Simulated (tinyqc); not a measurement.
Raising U: Hubbard chain of 5 sites, mean field against exact. Computed by the program tinyqc. Collinear unrestricted mean field (the lowest of 40 random starts) against exact diagonalisation.

one-body matrix (hopping and site energies) (eV):
```
         1        2        3        4        5
1   0.0000  -1.7400   0.0000   0.0000   0.0000
2  -1.7400   0.0000  -1.7400   0.0000   0.0000
3   0.0000  -1.7400   0.0000  -1.7400   0.0000
4   0.0000   0.0000  -1.7400   0.0000  -1.7400
5   0.0000   0.0000   0.0000  -1.7400   0.0000
```

electrons, up and down: 3  2

Exact and mean-field results (eV):
```
U            U/t    E exact  E mean field  mean |n_up - n_down|  double occupancy, exact  first gap in the sector
0.8700    0.5000  -8.537592     -8.498254                0.2315                   0.2125                   1.6589
1.7400    1.0000  -7.660008     -7.506055                0.2783                   0.1910                   1.5641
3.4800    2.0000  -6.184223     -5.654316                0.4597                   0.1488                   1.3566
5.2200    3.0000  -5.054123     -4.238131                0.6835                   0.1123                   1.1576
6.9600    4.0000  -4.206403     -3.311787                0.8098                   0.0840                   0.9878
10.4400   6.0000  -3.083743     -2.270865                0.9127                   0.0489                   0.7415
13.9200   8.0000  -2.405695     -1.719409                0.9504                   0.0309                   0.5842
20.8800  12.0000  -1.653848     -1.153931                0.9779                   0.0150                   0.4046
34.8000  20.0000  -1.009038     -0.694693                0.9920                   0.0057                   0.2478
```

What does the comparison show, and why?

In absolute terms mean field is worst at U/t = 4.0, 0.895 eV too high: at small U it is nearly exact, and at large U it misses only exchange-scale energies. Relative to the exact energy its error is 0.5 % at the smallest U, 31 % at most and 31 % at the largest. The double occupancy falls from 0.212 to 0.006; at the largest U the first gap is 0.71 times the exchange scale 4t^2/U.
